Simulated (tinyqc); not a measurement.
## Polarisation and half-bias from two TMR values

Question. A tunnel junction has TMR = TMR0/(1 + (V/Vh)^2), TMR0 = 2 P1 P2/(1 - P1 P2). Find TMR0, Vh and P2.

Parameters, values chosen for the exercise:

| symbol | value | unit | meaning |
|---|---|---|---|
| P1 | 0.74 |  | spin polarisation of the reference layer |

TMR at 0.1 and 0.4 V (%): 211.74393  102.06993

Answer. 1/TMR is linear in V^2, and P1 P2 = TMR0/(2 + TMR0).

TMR0 = 228.1 %
Vh = 0.3600 V
P2 = 0.7200

tinyqc, about 0.01 s, one thread, Intel Xeon 2.30GHz (shared host): `OMP_NUM_THREADS=1 python tinyqc.py 2450001 2450002 out.jsonl`
